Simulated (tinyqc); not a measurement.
Inside a calculation. Method: RHF in the sto-3g basis, for H3-, spin multiplicity 1. The basis has no diffuse functions, so it cannot describe the extra electron: this is an exercise in the method, not the real anion. Computed by tinyqc, a small Python program that keeps every step (integrals from PySCF). Settings: charge = -1, multiplicity = 1, basis = sto-3g, energy threshold = 1e-08, iteration cap = 73, orthogonalisation = symmetric, start = core, DIIS depth = 8, method = RHF. Command: `OMP_NUM_THREADS=1 python tinyqc.py 21842 21843 out.jsonl` (the two numbers bound the seeds that draw the settings). One thread of a shared host (Intel(R) Xeon(R) Processor @ 2.60GHz), about 0.06 s of CPU time with the checks. Later iterations appear only in the table of the cycle.

## One-electron integrals

Geometry (angstrom):
```
atom         x         y          z
H     0.000000  0.000000   0.000000
H     0.000000  0.000000   1.232000
H     0.000000  1.094000  -0.728000
```

Basis sto-3g: exponents (1/bohr^2) and contraction coefficients of normalised primitives:
```
element  l (shell)  exponent  coefficient
H            s (1)  3.425251     0.154329
H            s (1)  0.623914     0.535328
H            s (1)  0.168855     0.444635
```

Overlap, kinetic and nuclear-attraction integrals over the contracted functions; the nuclear repulsion is the sum of Za Zb / Rab.

nuclear repulsion = 1.06797406 hartree

overlap S, order 1H 1s, 2H 1s, 3H 1s:
```
[[1.000000, 0.371180, 0.332681],
 [0.371180, 1.000000, 0.078710],
 [0.332681, 0.078710, 1.000000]]
```

kinetic energy T (hartree), order 1H 1s, 2H 1s, 3H 1s:
```
[[0.760032, 0.046096, 0.031496],
 [0.046096, 0.760032, -0.011473],
 [0.031496, -0.011473, 0.760032]]
```

nuclear attraction V (hartree), order 1H 1s, 2H 1s, 3H 1s:
```
[[-2.050021, -0.649211, -0.568850],
 [-0.649211, -1.886599, -0.124787],
 [-0.568850, -0.124787, -1.861492]]
```

core Hamiltonian H = T + V (hartree), order 1H 1s, 2H 1s, 3H 1s:
```
[[-1.289989, -0.603115, -0.537354],
 [-0.603115, -1.126567, -0.136260],
 [-0.537354, -0.136260, -1.101460]]
```

## Two-electron integrals

Functions are numbered as in S; the eight-fold symmetry (ij|kl) = (ji|kl) = (kl|ij) leaves the list below.

Two-electron integrals (ij|kl) in chemists' order, unique and non-zero (hartree):
```
(11|11) 0.774606   (21|11) 0.215368   (21|21) 0.083267   (22|11) 0.409178
(22|21) 0.215368   (22|22) 0.774606   (31|11) 0.188323   (31|21) 0.052652
(31|22) 0.103731   (31|31) 0.065573   (32|11) 0.040035   (32|21) 0.014245
(32|22) 0.034600   (32|31) 0.012822   (32|32) 0.003081   (33|11) 0.388016
(33|21) 0.112731   (33|22) 0.235438   (33|31) 0.188323   (33|32) 0.034600
(33|33) 0.774606
```

## Orthogonalisation

S = U s U^T; symmetric (Loewdin) form X = U s^(-1/2) U^T, so that X^T S X = 1.

eigenvalues of S: [0.539050, 0.921784, 1.539166]

X, order 1H 1s, 2H 1s, 3H 1s:
```
[[1.105739, -0.207644, -0.183488],
 [-0.207644, 1.058120, 0.009717],
 [-0.183488, 0.009717, 1.045770]]
```

## Starting guess

The start is the orbitals of the core Hamiltonian; D = 2 C_occ C_occ^T.

D at the start, order 1H 1s, 2H 1s, 3H 1s:
```
[[1.030739, 0.419581, 0.426114],
 [0.419581, 1.211556, -0.910982],
 [0.426114, -0.910982, 1.306113]]
```

## Iteration 1: building the Fock matrix

J_ij = sum D_kl (ij|kl), K_ij = sum D_kl (ik|jl); F = H + J - 0.5 K; E = tr D H + tr D J / 2 - 0.25 tr D K + E_nn.

Coulomb J (hartree), order 1H 1s, 2H 1s, 3H 1s:
```
[[2.069231, 0.718950, 0.642464],
 [0.718950, 1.873834, 0.145644],
 [0.642464, 0.145644, 1.888966]]
```

exchange K (hartree), order 1H 1s, 2H 1s, 3H 1s:
```
[[1.230237, 0.638308, 0.575135],
 [0.638308, 1.158158, 0.027095],
 [0.575135, 0.027095, 1.191259]]
```

Fock matrix F (hartree), order 1H 1s, 2H 1s, 3H 1s:
```
[[0.164124, -0.203319, -0.182458],
 [-0.203319, 0.168188, -0.004163],
 [-0.182458, -0.004163, 0.191877]]
```

total energy of this density = -1.20399754 hartree

## Iteration 1: diagonalisation and new density

Diagonalise F' = X^T F X, C = X C', fill 2 alpha and 2 beta electrons from the bottom; D = 2 C_occ C_occ^T. Each column has its largest component positive (the first on a tie).

F' = X^T F X (hartree):
```
[[0.381464, -0.329724, -0.296605],
 [-0.329724, 0.285395, 0.085156],
 [-0.296605, 0.085156, 0.286048]]
```

orbital energies (hartree): [-0.067781, 0.201169, 0.819520]

coefficients C, order 1H 1s, 2H 1s, 3H 1s:
```
[[0.579403, 0.027104, 0.981326],
 [0.435694, -0.697326, -0.697666],
 [0.354854, 0.773288, -0.635219]]
```

D after iteration 1, order 1H 1s, 2H 1s, 3H 1s:
```
[[0.672886, 0.467084, 0.453125],
 [0.467084, 1.352184, -0.769252],
 [0.453125, -0.769252, 1.447790]]
```

## Iteration 2: building the Fock matrix

As before.

Coulomb J (hartree), order 1H 1s, 2H 1s, 3H 1s:
```
[[1.946534, 0.702931, 0.628520],
 [0.702931, 1.905569, 0.144005],
 [0.628520, 0.144005, 1.923658]]
```

exchange K (hartree), order 1H 1s, 2H 1s, 3H 1s:
```
[[1.019601, 0.635958, 0.570877],
 [0.635958, 1.268767, 0.060822],
 [0.570877, 0.060822, 1.299169]]
```

Fock matrix F (hartree), order 1H 1s, 2H 1s, 3H 1s:
```
[[0.146745, -0.218163, -0.194273],
 [-0.218163, 0.144619, -0.022666],
 [-0.194273, -0.022666, 0.172613]]
```

total energy of this density = -1.24580599 hartree

## Iteration 2: DIIS over 2 matrices

error matrix X^T (FDS - SDF) X:
```
[[0.000000, 0.015910, 0.015913],
 [-0.015910, 0.000000, -0.000842],
 [-0.015913, 0.000842, 0.000000]]
```

B (overlaps of the stored error matrices):
```
[[1.3267193e-01, 1.1591304e-02],
 [1.1591304e-02, 1.0141043e-03]]
```

Minimise |sum c_i e_i|^2 with sum c_i = 1: solve [B -1; -1 0][c; lambda] = [0; -1] with B_ij = tr e_i^T e_j, and take F = sum c_i F_i.

DIIS coefficients: [-0.095718, 1.095718]

extrapolated F (hartree), order 1H 1s, 2H 1s, 3H 1s:
```
[[0.145082, -0.219584, -0.195404],
 [-0.219584, 0.142362, -0.024438],
 [-0.195404, -0.024438, 0.170769]]
```

## Iteration 2: diagonalisation and new density

As before.

F' = X^T F X (hartree):
```
[[0.367534, -0.336026, -0.300400],
 [-0.336026, 0.262439, 0.067539],
 [-0.300400, 0.067539, 0.266935]]
```

orbital energies (hartree): [-0.101707, 0.197911, 0.800705]

coefficients C, order 1H 1s, 2H 1s, 3H 1s:
```
[[0.565952, 0.026025, 0.989174],
 [0.446040, -0.695500, -0.692934],
 [0.362486, 0.774894, -0.628920]]
```

D after iteration 2, order 1H 1s, 2H 1s, 3H 1s:
```
[[0.641958, 0.468674, 0.450633],
 [0.468674, 1.365343, -0.754511],
 [0.450633, -0.754511, 1.463716]]
```

## Iteration 3: building the Fock matrix

As before.

Coulomb J (hartree), order 1H 1s, 2H 1s, 3H 1s:
```
[[1.935068, 0.701322, 0.627278],
 [0.701322, 1.908045, 0.143845],
 [0.627278, 0.143845, 1.927532]]
```

exchange K (hartree), order 1H 1s, 2H 1s, 3H 1s:
```
[[0.999083, 0.634627, 0.569107],
 [0.634627, 1.278068, 0.063591],
 [0.569107, 0.063591, 1.309641]]
```

Fock matrix F (hartree), order 1H 1s, 2H 1s, 3H 1s:
```
[[0.145538, -0.219106, -0.194629],
 [-0.219106, 0.142444, -0.024210],
 [-0.194629, -0.024210, 0.171252]]
```

total energy of this density = -1.24611585 hartree

## Iteration 3: DIIS over 3 matrices

error matrix X^T (FDS - SDF) X:
```
[[0.000000, 0.000003, 0.000074],
 [-0.000003, 0.000000, -0.000050],
 [-0.000074, 0.000050, 0.000000]]
```

B (overlaps of the stored error matrices):
```
[[1.3267193e-01, 1.1591304e-02, 2.7773721e-05],
 [1.1591304e-02, 1.0141043e-03, 2.5447858e-06],
 [2.7773721e-05, 2.5447858e-06, 1.5951600e-08]]
```

As before.

DIIS coefficients: [0.007805, -0.091938, 1.084132]

extrapolated F (hartree), order 1H 1s, 2H 1s, 3H 1s:
```
[[0.145572, -0.219070, -0.194567],
 [-0.219070, 0.142445, -0.024196],
 [-0.194567, -0.024196, 0.171288]]
```

## Iteration 3: diagonalisation and new density

As before.

F' = X^T F X (hartree):
```
[[0.367598, -0.335541, -0.299632],
 [-0.335541, 0.262328, 0.067547],
 [-0.299632, 0.067547, 0.267200]]
```

orbital energies (hartree): [-0.100785, 0.198017, 0.799894]

coefficients C, order 1H 1s, 2H 1s, 3H 1s:
```
[[0.565890, 0.026580, 0.989194],
 [0.446827, -0.694963, -0.692966],
 [0.361656, 0.775334, -0.628856]]
```

D after iteration 3, order 1H 1s, 2H 1s, 3H 1s:
```
[[0.641877, 0.468766, 0.450532],
 [0.468766, 1.365255, -0.754462],
 [0.450532, -0.754462, 1.463877]]
```

## Iteration 4: building the Fock matrix

As before.

Coulomb J (hartree), order 1H 1s, 2H 1s, 3H 1s:
```
[[1.935037, 0.701310, 0.627282],
 [0.701310, 1.908003, 0.143845],
 [0.627282, 0.143845, 1.927590]]
```

exchange K (hartree), order 1H 1s, 2H 1s, 3H 1s:
```
[[0.999030, 0.634634, 0.569090],
 [0.634634, 1.278033, 0.063599],
 [0.569090, 0.063599, 1.309727]]
```

Fock matrix F (hartree), order 1H 1s, 2H 1s, 3H 1s:
```
[[0.145533, -0.219122, -0.194617],
 [-0.219122, 0.142419, -0.024215],
 [-0.194617, -0.024215, 0.171267]]
```

total energy of this density = -1.24611586 hartree

## Iteration 4 (converged): orbitals

As before.

F' = X^T F X (hartree):
```
[[0.367592, -0.335588, -0.299678],
 [-0.335588, 0.262321, 0.067545],
 [-0.299678, 0.067545, 0.267195]]
```

orbital energies (hartree): [-0.100858, 0.198012, 0.799953]

coefficients C, order 1H 1s, 2H 1s, 3H 1s:
```
[[0.565892, 0.026578, 0.989193],
 [0.446819, -0.694969, -0.692965],
 [0.361662, 0.775329, -0.628859]]
```

D after iteration 4, order 1H 1s, 2H 1s, 3H 1s:
```
[[0.641881, 0.468761, 0.450536],
 [0.468761, 1.365258, -0.754465],
 [0.450536, -0.754465, 1.463869]]
```

## Convergence

Stop when the energy changes by less than 1e-08 hartree and every element of the error matrix X^T (F D S - S D F) X is below 3e-05.

Course of the cycle:
```
iteration  E (hartree)     change  largest element of the error matrix
1          -1.20399754          -                             1.86e-01
2          -1.24580599  -4.18e-02                             1.59e-02
3          -1.24611585  -3.10e-04                             7.39e-05
4          -1.24611586  -6.26e-09                             4.26e-06
```

PySCF RHF in the same basis = -1.24611586 hartree

Converged in 4 iterations.

## Populations, bond orders and dipole

Mulliken: Z minus the diagonal of D S on the atom; Loewdin: the same with S^(1/2) D S^(1/2); Mayer order: 2 sum_s sum (D(s) S)_ij (D(s) S)_ji over the two atoms.

Charges (e):
```
atom   Mulliken    Loewdin
1H     0.034239   0.039644
2H    -0.479869  -0.481636
3H    -0.554370  -0.558008
```

Mayer bond orders:
```
pair     order
2-1   0.537940
3-1   0.460888
3-2   0.231786
```

dipole moment about the origin, x y z (debye): [0.000000, -2.913052, -0.901163]
